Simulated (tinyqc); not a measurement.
Worked calculation (part 1 of 2): CIS on RHF in the sto-3g basis, for BeH2, spin multiplicity 1. Computed by tinyqc, a small Python program that keeps every step (integrals from PySCF). Settings: charge = 0, multiplicity = 1, basis = sto-3g, method = RHF, energy threshold = 1e-10, iteration cap = 67, orthogonalisation = symmetric, start = core, DIIS depth = 6. Command: `OMP_NUM_THREADS=1 python tinyqc.py 26125 26126 out.jsonl` (the two numbers bound the seeds that draw the settings). One thread of a shared host (Intel(R) Xeon(R) Processor @ 2.60GHz), about 0.1 s of CPU time with the checks. The early iterations of the SCF are left out here.

## One-electron integrals

Geometry (angstrom):
```
atom         x          y         z
Be    0.000000   0.000000  0.000000
H     0.000000   1.490000  0.000000
H     0.000000  -1.467000  0.000000
```

Basis sto-3g: exponents (1/bohr^2) and contraction coefficients of normalised primitives:
```
element  l (shell)   exponent  coefficient
Be           s (1)  30.167871     0.154329
Be           s (1)   5.495115     0.535328
Be           s (1)   1.487193     0.444635
Be           s (2)   1.314833    -0.099967
Be           s (2)   0.305539     0.399513
Be           s (2)   0.099371     0.700115
Be           p (3)   1.314833     0.155916
Be           p (3)   0.305539     0.607684
Be           p (3)   0.099371     0.391957
H            s (1)   3.425251     0.154329
H            s (1)   0.623914     0.535328
H            s (1)   0.168855     0.444635
```

Overlap, kinetic and nuclear-attraction integrals over the contracted functions; the nuclear repulsion is the sum of Za Zb / Rab.

nuclear repulsion = 3.04245007 hartree

overlap S, lower triangle:
```
           1Be 1s    1Be 2s   1Be 2px    1Be 2py   1Be 2pz     2H 1s     3H 1s
1Be 1s   1.000000
1Be 2s   0.259517  1.000000
1Be 2px  0.000000  0.000000  1.000000
1Be 2py  0.000000  0.000000  0.000000   1.000000
1Be 2pz  0.000000  0.000000  0.000000   0.000000  1.000000
2H 1s    0.049962  0.400782  0.000000   0.480243  0.000000  1.000000
3H 1s    0.052546  0.409637  0.000000  -0.487614  0.000000  0.019990  1.000000
```

kinetic energy T (hartree), lower triangle:
```
            1Be 1s    1Be 2s   1Be 2px    1Be 2py   1Be 2pz      2H 1s     3H 1s
1Be 1s    6.693975
1Be 2s   -0.033012  0.211111
1Be 2px   0.000000  0.000000  0.660592
1Be 2py   0.000000  0.000000  0.000000   0.660592
1Be 2pz   0.000000  0.000000  0.000000   0.000000  0.660592
2H 1s    -0.013527  0.047980  0.000000   0.146681  0.000000   0.760032
3H 1s    -0.014050  0.050936  0.000000  -0.153477  0.000000  -0.007003  0.760032
```

nuclear attraction V (hartree), lower triangle:
```
             1Be 1s     1Be 2s    1Be 2px    1Be 2py    1Be 2pz      2H 1s      3H 1s
1Be 1s   -15.276965
1Be 2s    -2.085027  -2.997649
1Be 2px    0.000000   0.000000  -2.911943
1Be 2py    0.000460   0.002620   0.000000  -3.113925
1Be 2pz    0.000000   0.000000   0.000000   0.000000  -2.911943
2H 1s     -0.399600  -1.122856   0.000000  -1.312176   0.000000  -2.820177
3H 1s     -0.420481  -1.155980   0.000000   1.343055   0.000000  -0.066674  -2.841726
```

core Hamiltonian H = T + V (hartree), lower triangle:
```
            1Be 1s     1Be 2s    1Be 2px    1Be 2py    1Be 2pz      2H 1s      3H 1s
1Be 1s   -8.582990
1Be 2s   -2.118039  -2.786538
1Be 2px   0.000000   0.000000  -2.251351
1Be 2py   0.000460   0.002620   0.000000  -2.453333
1Be 2pz   0.000000   0.000000   0.000000   0.000000  -2.251351
2H 1s    -0.413127  -1.074876   0.000000  -1.165496   0.000000  -2.060145
3H 1s    -0.434531  -1.105044   0.000000   1.189578   0.000000  -0.073678  -2.081694
```

## Two-electron integrals

Functions are numbered as in S; the eight-fold symmetry (ij|kl) = (ji|kl) = (kl|ij) leaves the list below.

Two-electron integrals (ij|kl) in chemists' order, unique and non-zero (hartree):
```
(11|11) 2.298831    (21|11) 0.392036    (21|21) 0.079539    (22|11) 0.570988
(22|21) 0.143041    (22|22) 0.417683    (31|31) 0.014607    (32|31) 0.021888
(32|32) 0.092265    (33|11) 0.569578    (33|21) 0.143083    (33|22) 0.417589
(33|33) 0.449859    (41|41) 0.014607    (42|41) 0.021888    (42|42) 0.092265
(43|43) 0.024249    (44|11) 0.569578    (44|21) 0.143083    (44|22) 0.417589
(44|33) 0.401360    (44|44) 0.449859    (51|51) 0.014607    (52|51) 0.021888
(52|52) 0.092265    (53|53) 0.024249    (54|54) 0.024249    (55|11) 0.569578
(55|21) 0.143083    (55|22) 0.417589    (55|33) 0.401360    (55|44) 0.401360
(55|55) 0.449859    (61|11) 0.074534    (61|21) 0.015114    (61|22) 0.027414
(61|33) 0.027221    (61|41) 0.001335    (61|42) 0.002522    (61|44) 0.027813
(61|55) 0.027221    (61|61) 0.003012    (62|11) 0.185882    (62|21) 0.047275
(62|22) 0.151043    (62|33) 0.145255    (62|41) 0.006182    (62|42) 0.038369
(62|44) 0.162481    (62|55) 0.145255    (62|61) 0.009939    (62|62) 0.082251
(63|31) 0.004274    (63|32) 0.020170    (63|43) 0.006591    (63|63) 0.007420
(64|11) 0.201337    (64|21) 0.051820    (64|22) 0.173567    (64|33) 0.163285
(64|41) 0.010015    (64|42) 0.059608    (64|44) 0.193956    (64|55) 0.163285
(64|61) 0.011368    (64|62) 0.107360    (64|64) 0.144465    (65|51) 0.004274
(65|52) 0.020170    (65|54) 0.006591    (65|65) 0.007420    (66|11) 0.353358
(66|21) 0.091465    (66|22) 0.327885    (66|33) 0.304213    (66|41) 0.013824
(66|42) 0.111478    (66|44) 0.374959    (66|55) 0.304213    (66|61) 0.019696
(66|62) 0.228121    (66|64) 0.315747    (66|66) 0.774606    (71|11) 0.078407
(71|21) 0.015899    (71|22) 0.028834    (71|33) 0.028630    (71|41) -0.001408
(71|42) -0.002655   (71|44) 0.029257    (71|55) 0.028630    (71|61) 0.002893
(71|62) 0.008822    (71|64) 0.009335    (71|66) 0.016886    (71|71) 0.003333
(72|11) 0.191731    (72|21) 0.048742    (72|22) 0.155246    (72|33) 0.149342
(72|41) -0.006382   (72|42) -0.039267   (72|44) 0.166915    (72|55) 0.149342
(72|61) 0.008647    (72|62) 0.043232    (72|64) 0.045540    (72|66) 0.088186
(72|71) 0.010779    (72|72) 0.086157    (73|31) 0.004456    (73|32) 0.020904
(73|43) -0.006785   (73|63) 0.003082    (73|73) 0.007880    (74|11) -0.206294
(74|21) -0.053082   (74|22) -0.177285   (74|33) -0.166778   (74|41) 0.010359
(74|42) 0.061074    (74|44) -0.198118   (74|55) -0.166778   (74|61) -0.009082
(74|62) -0.045143   (74|64) -0.046016   (74|66) -0.091325   (74|71) -0.012263
(74|72) -0.111869   (74|74) 0.149918    (75|51) 0.004456    (75|52) 0.020904
(75|54) -0.006785   (75|65) 0.003082    (75|75) 0.007880    (76|11) 0.012458
(76|21) 0.003083    (76|22) 0.008724    (76|33) 0.008596    (76|41) 3.18e-06
(76|42) 0.000023    (76|44) 0.008975    (76|55) 0.008596    (76|61) 0.000593
(76|62) 0.003249    (76|64) 0.003793    (76|66) 0.007250    (76|71) 0.000623
(76|72) 0.003315    (76|74) -0.003838   (76|76) 0.000185    (77|11) 0.358714
(77|21) 0.092829    (77|22) 0.331455    (77|33) 0.307466    (77|41) -0.014201
(77|42) -0.113004   (77|44) 0.379169    (77|55) 0.307466    (77|61) 0.016278
(77|62) 0.086574    (77|64) 0.090402    (77|66) 0.178945    (77|71) 0.021053
(77|72) 0.233991    (77|74) -0.322463   (77|76) 0.007250    (77|77) 0.774606
```

## Orthogonalisation

S = U s U^T; symmetric (Loewdin) form X = U s^(-1/2) U^T, so that X^T S X = 1.

eigenvalues of S: 0.305260  0.404328  0.949144  1.000000  1.000000  1.663653  1.677615

X, lower triangle:
```
            1Be 1s     1Be 2s   1Be 2px    1Be 2py   1Be 2pz      2H 1s     3H 1s
1Be 1s    1.028571
1Be 2s   -0.152180   1.195513
1Be 2px   0.000000   0.000000  1.000000
1Be 2py   0.000180  -0.005905  0.000000   1.283452
1Be 2pz   0.000000   0.000000  0.000000   0.000000  1.000000
2H 1s     0.020599  -0.254690  0.000000  -0.361641  0.000000   1.218689
3H 1s     0.020487  -0.265504  0.000000   0.371165  0.000000  -0.074165  1.230175
```

## Starting guess

The start is the orbitals of the core Hamiltonian; D = 2 C_occ C_occ^T.

D at the start, lower triangle:
```
            1Be 1s    1Be 2s   1Be 2px    1Be 2py   1Be 2pz     2H 1s     3H 1s
1Be 1s    2.137284
1Be 2s   -0.509972  1.844186
1Be 2px   0.000000  0.000000  0.000000
1Be 2py  -0.003382  0.016873  0.000000   2.096347
1Be 2pz   0.000000  0.000000  0.000000   0.000000  0.000000
2H 1s    -0.025237  0.150769  0.000000  -0.057755  0.000000  0.014130
3H 1s    -0.029818  0.169947  0.000000   0.044514  0.000000  0.012824  0.016689
```

## Iteration 7 (converged): orbitals

converged F (hartree), lower triangle:
```
            1Be 1s     1Be 2s   1Be 2px    1Be 2py   1Be 2pz      2H 1s      3H 1s
1Be 1s   -4.524338
1Be 2s   -1.288797  -0.607656
1Be 2px   0.000000   0.000000  0.213797
1Be 2py   0.000040   0.003232  0.000000  -0.179712
1Be 2pz   0.000000   0.000000  0.000000   0.000000  0.213797
2H 1s    -0.256228  -0.362677  0.000000  -0.313631  0.000000  -0.256407
3H 1s    -0.269340  -0.370564  0.000000   0.317140  0.000000  -0.025174  -0.264435
```

Diagonalise F' = X^T F X, C = X C', fill 3 alpha and 3 beta electrons from the bottom; D = 2 C_occ C_occ^T. Each column has its largest component positive (the first on a tie).

F' = X^T F X (hartree), lower triangle:
```
           1          2         3          4         5          6         7
1  -4.415037
2  -0.697565  -0.128523
3   0.000000   0.000000  0.213797
4  -0.000618  -0.002837  0.000000   0.234066
5   0.000000   0.000000  0.000000   0.000000  0.213797
6  -0.018231  -0.295087  0.000000  -0.410591  0.000000   0.064122
7  -0.023078  -0.303096  0.000000   0.417192  0.000000  -0.088891  0.068761
```

orbital energies (hartree): MO1 -4.527728, MO2 -0.432364, MO3 -0.391819, MO4 0.213797, MO5 0.213797, MO6 0.393802, MO7 0.781497

coefficients C:
```
               MO1        MO2        MO3       MO4        MO5        MO6        MO7
1Be 1s    0.991808  -0.215333  -0.011518  0.000000   0.000000  -0.227516   0.003805
1Be 2s    0.031517   0.588351   0.034960  0.000000   0.000000   1.112867  -0.030980
1Be 2px   0.000000   0.000000   0.000000  0.919194  -0.393806   0.000000   0.000000
1Be 2py  -0.000034  -0.027665   0.497296  0.000000   0.000000   0.015988   1.291320
1Be 2pz   0.000000   0.000000   0.000000  0.393806   0.919194   0.000000   0.000000
2H 1s    -0.003674   0.368498   0.442903  0.000000   0.000000  -0.768676  -0.874042
3H 1s    -0.003621   0.415322  -0.396765  0.000000   0.000000  -0.748033   0.915437
```

D after iteration 7, lower triangle:
```
            1Be 1s    1Be 2s   1Be 2px    1Be 2py   1Be 2pz      2H 1s     3H 1s
1Be 1s    2.060367
1Be 2s   -0.191670  0.696745
1Be 2px   0.000000  0.000000  0.000000
1Be 2py   0.000390  0.002215  0.000000   0.496138
1Be 2pz   0.000000  0.000000  0.000000   0.000000  0.000000
2H 1s    -0.176191  0.464349  0.000000   0.420120  0.000000   0.663936
3H 1s    -0.176907  0.460741  0.000000  -0.417598  0.000000  -0.045339  0.659856
```

Within a degenerate level the vectors are fixed only up to a rotation; this is one choice.

## Convergence

Stop when the energy changes by less than 1e-10 hartree and every element of the error matrix X^T (F D S - S D F) X is below 3e-06.

Course of the cycle:
```
iteration   E (hartree)     change  largest element of the error matrix
1          -14.90857703          -                             5.64e-01
2          -15.53537642  -6.27e-01                             4.01e-02
3          -15.53726841  -1.89e-03                             1.79e-03
4          -15.53727648  -8.07e-06                             3.31e-04
5          -15.53727679  -3.08e-07                             1.01e-05
6          -15.53727679  -1.74e-10                             5.59e-08
7          -15.53727679  -7.11e-15                             2.65e-09
```

PySCF RHF in the same basis = -15.53727679 hartree

Converged in 7 iterations.

## Populations, bond orders and dipole

Mulliken: Z minus the diagonal of D S on the atom; Loewdin: the same with S^(1/2) D S^(1/2); Mayer order: 2 sum_s sum (D(s) S)_ij (D(s) S)_ji over the two atoms.

Charges (e):
```
atom   Mulliken    Loewdin
1Be    0.084106   0.070616
2H    -0.042089  -0.035474
3H    -0.042017  -0.035142
```

Mayer bond orders:
```
pair     order
2-1   0.995045
3-1   0.995051
3-2   0.003183
```

dipole moment about the origin, x y z (debye): 0.000000  -0.007311  0.000000

## Integrals over molecular orbitals

(pq|rs) = sum C_ip C_jq C_kr C_ls (ij|kl), one index at a time.

one-electron integrals over orbitals h = C^T H C (hartree), lower triangle:
```
           1          2          3          4          5          6          7
1  -8.571548
2   0.213013  -2.355633
3   0.011590   0.003710  -2.300634
4   0.000000   0.000000   0.000000  -2.251351
5   0.000000   0.000000   0.000000   0.000000  -2.251351
6   0.202162  -0.219688  -0.021410   0.000000   0.000000  -1.903560
7  -0.002746   0.018202  -0.303729   0.000000   0.000000  -0.001525  -1.846354
```

Two-electron integrals over orbitals (pq|rs), unique and non-zero (hartree):
```
(11|11) 2.271727    (21|11) -0.190016   (21|21) 0.024494    (22|11) 0.467707
(22|21) -0.005906   (22|22) 0.385014    (31|11) -0.010118   (31|21) 0.000990
(31|22) -0.001751   (31|31) 0.005392    (32|11) 0.000335    (32|21) -0.000894
(32|22) -0.019581   (32|31) 0.011906    (32|32) 0.158966    (33|11) 0.433283
(33|21) -0.002592   (33|22) 0.393151    (33|31) 0.001136    (33|32) 0.016191
(33|33) 0.420304    (41|41) 0.015756    (42|41) 0.015009    (42|42) 0.047906
(43|41) 0.000824    (43|42) 0.001840    (43|43) 0.013329    (44|11) 0.569181
(44|21) -0.007481   (44|22) 0.359022    (44|31) -0.000386   (44|32) 0.000014
(44|33) 0.342866    (44|44) 0.449859    (51|51) 0.015756    (52|51) 0.015009
(52|52) 0.047906    (53|51) 0.000824    (53|52) 0.001840    (53|53) 0.013329
(54|54) 0.024249    (55|11) 0.569181    (55|21) -0.007481   (55|22) 0.359022
(55|31) -0.000386   (55|32) 0.000014    (55|33) 0.342866    (55|44) 0.401360
(55|55) 0.449859    (61|11) -0.190359   (61|21) 0.025077    (61|22) -0.006260
(61|31) 0.001502    (61|32) 0.000214    (61|33) -0.003304   (61|44) -0.005422
(61|55) -0.005422   (61|61) 0.025845    (62|11) 0.128013    (62|21) -0.006219
(62|22) -0.018632   (62|31) -0.000121   (62|32) 0.005871    (62|33) -0.042267
(62|44) 0.062080    (62|55) 0.062080    (62|61) -0.004892   (62|62) 0.080834
(63|11) 0.010801    (63|21) -0.000336   (63|22) 0.009972    (63|31) -0.001105
(63|32) -0.091904   (63|33) -0.012763   (63|44) 0.005428    (63|55) 0.005428
(63|61) -0.000360   (63|62) 0.002320    (63|63) 0.085718    (64|41) 0.016296
(64|42) 0.046808    (64|43) 0.002862    (64|64) 0.049984    (65|51) 0.016296
(65|52) 0.046808    (65|53) 0.002862    (65|65) 0.049984    (66|11) 0.466679
(66|21) -0.006733   (66|22) 0.383108    (66|31) -0.000046   (66|32) 0.003533
(66|33) 0.395093    (66|44) 0.358068    (66|55) 0.358068    (66|61) -0.006471
(66|62) -0.029650   (66|63) -0.004704   (66|66) 0.399968    (71|11) 0.003055
(71|21) -0.001007   (71|22) -0.002113   (71|31) 0.010067    (71|32) 0.018575
(71|33) 0.002078    (71|44) 0.000052    (71|55) 0.000052    (71|61) -0.000116
(71|62) 0.000311    (71|63) -0.000483   (71|66) 0.000621    (71|71) 0.019349
(72|11) -0.009723   (72|21) 0.000112    (72|22) 0.005452    (72|31) 0.004229
(72|32) -0.040698   (72|33) -0.002396   (72|44) -0.004298   (72|55) -0.004298
(72|61) 0.000403    (72|62) -0.008094   (72|63) 0.061520    (72|66) 0.000499
(72|71) 0.008051    (72|72) 0.057328    (73|11) 0.146894    (73|21) -0.004358
(73|22) -0.001202   (73|31) 0.000127    (73|32) 0.000424    (73|33) -0.018287
(73|44) 0.066456    (73|55) 0.066456    (73|61) -0.003526   (73|62) 0.076177
(73|63) 0.008037    (73|66) -0.022058   (73|71) 0.000650    (73|72) -0.003656
(73|73) 0.085133    (74|41) -0.000315   (74|42) -0.001682   (74|43) 0.013388
(74|64) -0.000652   (74|74) 0.016849    (75|51) -0.000315   (75|52) -0.001682
(75|53) 0.013388    (75|65) -0.000652   (75|75) 0.016849    (76|11) 0.000680
(76|21) -0.000636   (76|22) -0.016069   (76|31) 0.010235    (76|32) 0.139976
(76|33) 0.016065    (76|44) -0.000213   (76|55) -0.000213   (76|61) 0.000287
(76|62) 0.004539    (76|63) -0.092445   (76|66) 0.004461    (76|71) 0.016384
(76|72) -0.050270   (76|73) -0.000574   (76|76) 0.137946    (77|11) 0.557418
(77|21) -0.008010   (77|22) 0.410761    (77|31) -0.000723   (77|32) -0.006171
(77|33) 0.426651    (77|44) 0.382477    (77|55) 0.382477    (77|61) -0.008035
(77|62) -0.024994   (77|63) 0.002474    (77|66) 0.419388    (77|71) -0.000294
(77|72) 0.003091    (77|73) -0.001087   (77|76) -0.004261   (77|77) 0.466598
```

## CIS matrix, singlets

A(ia,jb) = (e_a - e_i) d_ij d_ab + 2 (ia|jb) - (ij|ab).

CIS matrix A, singlet (hartree), lower triangle:
```
          1>4       1>5        1>6        1>7       2>4       2>5        2>6        2>7
1>4  4.203856
1>5  0.000000  4.203856
1>6  0.000000  0.000000   4.506541
1>7  0.000000  0.000000  -0.000912   4.790505
2>4  0.037499  0.000000   0.000000   0.000000  0.382951
2>5  0.000000  0.037499   0.000000   0.000000  0.000000  0.382951
2>6  0.000000  0.000000  -0.003052   0.001258  0.000000  0.000000   0.604726
2>7  0.000000  0.000000   0.001442   0.024113  0.000000  0.000000  -0.000119   0.917757
3>4  0.002033  0.000000   0.000000   0.000000  0.003667  0.000000   0.000000   0.000000
3>5  0.000000  0.002033   0.000000   0.000000  0.000000  0.003667   0.000000   0.000000
3>6  0.000000  0.000000  -0.000674  -0.011201  0.000000  0.000000   0.001107  -0.016936
3>7  0.000000  0.000000  -0.017288   0.002023  0.000000  0.000000   0.012379  -0.001142

          3>4       3>5       3>6       3>7
3>4  0.289409
3>5  0.000000  0.289409
3>6  0.000000  0.000000  0.561964
3>7  0.000000  0.000000  0.000009  0.916932
```

## CIS singlet states

dipole integrals <i|r|a> (bohr):
```
             x          y         z
1>4   0.139426   0.000000  0.059734
1>5  -0.059734   0.000000  0.139426
1>6   0.000000   0.002656  0.000000
1>7   0.000000   0.136319  0.000000
2>4   0.885611   0.000000  0.379419
2>5  -0.379419   0.000000  0.885611
2>6   0.000000   0.051535  0.000000
2>7   0.000000  -0.659856  0.000000
3>4   0.049532   0.000000  0.021221
3>5  -0.021221   0.000000  0.049532
3>6   0.000000  -1.266802  0.000000
3>7   0.000000  -0.021701  0.000000
```

Diagonalise A (1 hartree = 27.211386 eV); each vector has its largest component positive (the first on a tie). The transition dipole is mu = sqrt2 sum c_ia <i|r|a>.

singlet excitation energies (eV): 7.871303  7.871303  10.414493  10.414493  15.268521  16.442805  24.941937  25.011093  114.402788  114.402788  122.631501  130.361310

lowest vectors:
```
       state 1    state 2    state 3    state 4    state 5    state 6
1>4  -0.000145  -0.000002  -0.009824   0.000200   0.000000   0.000000
1>5   0.000002  -0.000145  -0.000200  -0.009824   0.000000   0.000000
1>6   0.000000   0.000000   0.000000   0.000000   0.000139   0.000610
1>7   0.000000   0.000000   0.000000   0.000000   0.002382  -0.000222
2>4  -0.039055  -0.000434   0.998981  -0.020372   0.000000   0.000000
2>5   0.000434  -0.039055   0.020372   0.998981   0.000000   0.000000
2>6   0.000000   0.000000   0.000000   0.000000  -0.025552   0.998892
2>7   0.000000   0.000000   0.000000   0.000000   0.047251   0.001627
3>4   0.999175   0.011110   0.039046  -0.000796   0.000000   0.000000
3>5  -0.011110   0.999175   0.000796   0.039046   0.000000   0.000000
3>6   0.000000   0.000000   0.000000   0.000000   0.998553   0.025524
3>7   0.000000   0.000000   0.000000   0.000000   0.001009  -0.039506
```

oscillator strengths 2/3 w |mu|^2: 0.000101  0.000101  0.473530  0.473530  1.258846  0.000288

Within a degenerate level the vectors are fixed only up to a rotation; this is one choice.

## CIS matrix, triplets

A(ia,jb) = (e_a - e_i) d_ij d_ab - (ij|ab).

CIS matrix A, triplet (hartree), lower triangle:
```
          1>4       1>5        1>6        1>7        2>4        2>5        2>6        2>7
1>4  4.172344
1>5  0.000000  4.172344
1>6  0.000000  0.000000   4.454852
1>7  0.000000  0.000000  -0.000680   4.751807
2>4  0.007481  0.000000   0.000000   0.000000   0.287139
2>5  0.000000  0.007481   0.000000   0.000000   0.000000   0.287139
2>6  0.000000  0.000000   0.006733   0.000636   0.000000   0.000000   0.443058
2>7  0.000000  0.000000   0.000636   0.008010   0.000000   0.000000   0.016069   0.803100
3>4  0.000386  0.000000   0.000000   0.000000  -0.000014   0.000000   0.000000   0.000000
3>5  0.000000  0.000386   0.000000   0.000000   0.000000  -0.000014   0.000000   0.000000
3>6  0.000000  0.000000   0.000046  -0.010235   0.000000   0.000000  -0.003533  -0.139976
3>7  0.000000  0.000000  -0.010235   0.000723   0.000000   0.000000  -0.139976   0.006171

          3>4       3>5        3>6       3>7
3>4  0.262750
3>5  0.000000  0.262750
3>6  0.000000  0.000000   0.390529
3>7  0.000000  0.000000  -0.016065  0.746666
```
